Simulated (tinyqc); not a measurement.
Worked calculation: virtual-crystal alloy in the empirical-pseudopotential method. Values are carried at full precision from step to step, so a last printed digit may differ when a step is redone from the rounded ones.

Virtual crystal A(1-x)B(x): a = (1 - x) a_A + x a_B. Rule linear: V = (1 - x) V_A + x V_B. Rule volume: V = [(1 - x) a_A^3 V_A + x a_B^3 V_B]/a^3, since a form factor is an atomic potential divided by the cell volume.

Constants: hbar^2/2m0 = 3.80998211 eV angstrom^2; Ry = 13.60569312 eV.

Values chosen for the exercise (classic local form factors of the size used for GaAs (A) and InAs (B), which place X and L only to a few tenths of an eV; not measured data):
- a = (5.633, 6.039) angstrom (lattice constants of A, B)
- VSA = (-0.232, 0.01, 0.06) Ry (symmetric form factors of A)
- VAA = (0.071, 0.05, 0.011) Ry (antisymmetric form factors of A)
- VSB = (-0.218, 0, 0.05) Ry (symmetric form factors of B)
- VAB = (0.081, 0.049, 0.029) Ry (antisymmetric form factors of B)
- rule = linear (mixing rule)
- x = 0.3 (fraction of B)

## The virtual crystal

Form a, the two weights and the form factors.

a = 5.7548 angstrom

weights of A and B: 0.70000  0.30000

VS at 3, 8, 11 (Ry): -0.22780  0.00700  0.05700

VA at 3, 4, 11 (Ry): 0.07400  0.04970  0.01640

## The six lowest plane waves at X

Empirical pseudopotential on the fcc lattice, atoms at +/- tau, tau = a (1,1,1)/8, no spin-orbit coupling. H(G,G') = c (2 pi/a)^2 |k + G|^2 delta + VS(q) cos(q.tau) + i VA(q) sin(q.tau), q = G - G', c = hbar^2/2m0; k and G in units of 2 pi/a; VS at |q|^2 = 3, 8, 11 and VA at 3, 4, 11, in rydberg, zero elsewhere. At each k the basis holds all G with |k + G|^2 up to 16; energies are counted from the fourth level at Gamma.

k = (1,0,0) with the small basis G = (0,0,0), (-2,0,0), (-1,1,1), (-1,-1,-1), (-1,1,-1), (-1,-1,1) in place of the full one.

H in this small basis (eV):
```
                  000           -200         -1+1+1         -1-1-1         -1+1-1         -1-1+1
000             4.542         0.676i  -2.192-0.712i   2.192+0.712i  -2.192+0.712i  -2.192+0.712i
-200          -0.676i          4.542   2.192-0.712i  -2.192+0.712i  -2.192-0.712i  -2.192-0.712i
-1+1+1  -2.192+0.712i   2.192+0.712i          9.083         -0.095         0.676i         0.676i
-1-1-1   2.192-0.712i  -2.192-0.712i         -0.095          9.083        -0.676i        -0.676i
-1+1-1  -2.192-0.712i  -2.192+0.712i        -0.676i         0.676i          9.083          0.095
-1-1+1  -2.192-0.712i  -2.192+0.712i        -0.676i         0.676i          0.095          9.083
```

## Levels in the small basis

Diagonalise; the gap between the fourth and fifth level is a first estimate of the direct gap at X.

levels (absolute scale of H) (eV): -0.290  3.898  8.988  8.988  11.851  11.981

gap = 2.863 eV

The full basis gives 3.966 eV for this gap.

## The lowest conduction band along Gamma-X and at L

Full basis at each k.

Levels (eV):
```
k           band 3  band 4  band 5  band 6
L           -0.851  -0.851   1.609   4.962
(0.00,0,0)   0.000   0.000   1.106   4.462
(0.20,0,0)  -0.321  -0.321   2.462   3.921
(0.40,0,0)  -0.968  -0.968   2.972   3.881
(0.60,0,0)  -1.585  -1.585   2.270   3.426
(0.70,0,0)  -1.812  -1.812   2.042   2.960
(0.80,0,0)  -1.976  -1.976   1.909   2.566
(0.85,0,0)  -2.034  -2.034   1.874   2.411
(0.90,0,0)  -2.076  -2.076   1.858   2.288
(1.00,0,0)  -2.110  -2.110   1.856   2.178
```

On these points band 5 is lowest at (0.00,0,0), 1.106 eV above the valence top: in this model the gap is direct, by a margin of 503 meV.

## Checks

- Fifth band at (0.85,0,0) against the equivalent point (0,0,-0.85), on the absolute scale of H (eV): both 10.2268.

Computed by tinyqc, a small Python program: `OMP_NUM_THREADS=1 python tinyqc.py 1050826 1050827 out.jsonl` (the numbers bound the seed that draws the inputs); one thread of a shared host (Intel(R) Xeon(R) Processor @ 2.30GHz), about 1 s for the whole set of steps.
